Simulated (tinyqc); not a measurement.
Carrier statistics of a doped semiconductor with parabolic bands: sweeps and comparisons. A value that a table varies takes the place of the one given here.

Eg(T) = Eg0 - al T^2/(T + be); m_de = Mv^(2/3) (ml mt^2)^(1/3); m_dh = (mhh^(3/2) + mlh^(3/2))^(2/3); Nc and Nv from N = 2 (m kB T/(4 pi c))^(3/2) with c = hbar^2/2m0, in 1/angstrom^3; times 1e24 for 1/cm^3.

Energies are counted from Ev, so Ec = Eg. n = Nc F_1/2((EF - Eg)/kT), p = Nv F_1/2(-EF/kT), ND+ = ND/(1 + 2 exp((EF - Eg + ED)/kT)), NA- = NA/(1 + 4 exp((EA - EF)/kT)); neutrality asks p + ND+ = n + NA-. F_j(eta) = (1/Gamma(j + 1)) integral_0^infinity x^j dx/(1 + exp(x - eta)), which tends to exp(eta) for eta << 0.

Constants: hbar^2/2m0 = 3.80998211 eV angstrom^2; kB = 8.617333262e-05 eV/K.

Inputs chosen for the exercise (near those of Si; the results hold for these values, not for the real material): Eg0 = 1.17 eV (gap at 0 K); al = 0.000484 eV/K (Varshni alpha); be = 631 K (Varshni beta); ml = 0.922 m0 (longitudinal electron mass); mt = 0.194 m0 (transverse electron mass); Mv = 6 (equivalent valleys); mhh = 0.542 m0 (heavy-hole mass); mlh = 0.156 m0 (light-hole mass); ND = 1.1e+14 1/cm^3 (donors); NA = 2.9e+13 1/cm^3 (acceptors); ED = 0.0459 eV (donor level below Ec); EA = 0.0449 eV (acceptor level above Ev); T = 200 K.

## Temperature

Neutrality solved at each temperature; ni = sqrt(Nc Nv) exp(-Eg/2kT).

Carriers (1/cm^3):
```
T (K)  EF (eV)         n         p  majority / |ND - NA|        ni  Eg (eV)
30      1.1243  2.41e+10    <1e-99              0.000297  3.43e-81   1.1693
50      1.1196  2.41e+13  1.10e-95                 0.298  1.63e-41   1.1682
77      1.0945  7.65e+13  3.48e-54                 0.945  1.63e-20   1.1659
120     1.0430  8.08e+13  4.59e-26                 0.997  1.93e-06   1.1607
200     0.9374  8.10e+13  1.51e-05                  1.00  3.50e+04   1.1467
300     0.7935  8.10e+13  5.41e+05                  1.00  6.62e+09   1.1232
450     0.5656  9.08e+13  9.84e+12                  1.12  2.99e+13   1.0793
600     0.4922  2.48e+15  2.40e+15                  30.6  2.44e+15   1.0285
800     0.4462  7.78e+16  7.77e+16                   960  7.78e+16   0.9535
1000    0.3984  6.89e+17  6.89e+17              8.51e+03  6.91e+17   0.8732
```

Ionisation is incomplete: the majority density is below 90 % of the net doping at 30 and 50 K, down to a share of 0.0003. It is within 10 % of the net doping at 77, 120, 200 and 300 K. At 450, 600, 800 and 1000 K thermal pairs lift it more than 10 % above the net doping; ni has reached 6.91e+17 1/cm^3 at 1000 K against a net doping of 8.10e+13. EF goes from 1.124 eV to 0.398 eV, where midgap is 0.437 eV and the intrinsic level (Boltzmann) 0.398 eV.

## Doping level

Only donors are present (NA = 0); eta is the distance of EF beyond the conduction edge in units of kT.

Neutral state:
```
ND (1/cm^3)  EF (eV)  majority (1/cm^3)  ionised share     eta
1.0e+14       0.9410           1.00e+14          1.000  -11.94
1.0e+15       0.9806           9.98e+14          0.998   -9.64
1.0e+16       1.0200           9.82e+15          0.982   -7.35
1.0e+17       1.0575           8.61e+16          0.861   -5.18
1.0e+18       1.0883           5.08e+17          0.508   -3.39
3.0e+18       1.1004           1.02e+18          0.339   -2.69
1.0e+19       1.1126           2.01e+18          0.201   -1.98
3.0e+19       1.1232           3.60e+18          0.120   -1.36
```

The impurity level lies at 1.1008 eV. The ionised share falls from 1.000 to 0.120 as EF passes through it between 3e+18 and 1e+19 1/cm^3 (share 1/3 there); it is below one half from 3e+18 1/cm^3 on. Over the last two rows the doping grows threefold and the majority density by a factor 1.79. EF comes within 3 kT of the majority band edge from 3e+18 1/cm^3 on. Above roughly 4e+18 1/cm^3 (N^(1/3) a = 0.26, with the radius a = sqrt(c/(m E)) from the ionisation energy E and the mass (ml mt^2)^(1/3)) the levels merge with the band and real ionisation is complete; sharp levels then overstate freeze-out.

## What each input does

Neutrality solved anew for each case. Each row changes one parameter from the base and keeps the others.

Results:
```
case                  EF (eV)  n (1/cm^3)  p (1/cm^3)
base                   0.9374    8.10e+13    1.51e-05
T = 240 K              0.8811    8.10e+13        2.60
ND = 5.5e+13 1/cm^3    0.9178    2.60e+13    4.70e-05
NA = 1.45e+13 1/cm^3   0.9402    9.55e+13    1.28e-05
Eg0 = 1.22 eV          0.9874    8.10e+13    8.29e-07
mt = 0.2328 m0         0.9342    8.10e+13    1.81e-05
mhh = 0.6504 m0        0.9374    8.10e+13    1.92e-05
ED = 0.0689 eV         0.9373    8.09e+13    1.51e-05
```

The largest shifts from the base row, up to three for each result and ties (the steps differ in size, so this ranks the rows, not the parameters). EF (eV): T -0.0562, Eg0 +0.0500, ND -0.0196; unchanged at the printed digits by mhh. n (1/cm^3): ND -5.50e+13, NA +1.45e+13, ED -4.68e+10; unchanged at the printed digits by T, Eg0, mt and mhh. p (1/cm^3): T +2.60, ND +3.19e-05, Eg0 -1.43e-05; unchanged at the printed digits by ED.

Program tinyqc; command `OMP_NUM_THREADS=1 python tinyqc.py 1680426 1680427 out.jsonl`; about 0.01 s on one thread of a shared Intel(R) Xeon(R) Processor @ 2.30GHz.
